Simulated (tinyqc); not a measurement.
Electrons shared among three sets of ellipsoidal valleys: one step. Fermi level and populations.

F_j(eta) = (1/Gamma(j + 1)) integral_0^infinity x^j dx/(1 + exp(x - eta)), which tends to exp(eta) for eta << 0.

Parameters, chosen for this exercise (out of a larger set: masses and offsets near those of Ge; mobilities are free inputs, held fixed; not measured data): dE = (0, 0.114, 0.188) eV (edges of L, Gamma, Delta above the first); n = 6.7e+19 1/cm^3 (total electron density).

N_i (1/cm^3): L 1.664140e+19, Gamma 3.444949e+17, Delta 4.318968e+19

kT = 0.03446933 eV

Problem. Solve n = sum_i N_i F_1/2((EF - dE_i)/kT), energies from the edge of the first set.

Give: EF; eta_i; n_i; shares.

Solution.

EF = 0.0914 eV

eta_i: L 2.65, Gamma -0.66, Delta -2.80

n_i (1/cm^3): L 6.43e+19, Gamma 1.53e+17, Delta 2.56e+18

shares: L 0.9595, Gamma 0.0023, Delta 0.0383

L holds most electrons (95.9 %). Boltzmann weights N_i exp(-dE_i/kT) would give Gamma a share of 0.0007.

Program tinyqc; command `OMP_NUM_THREADS=1 python tinyqc.py 1682673 1682674 out.jsonl`; about 0.01 s on one thread of a shared Intel(R) Xeon(R) Processor @ 2.30GHz.
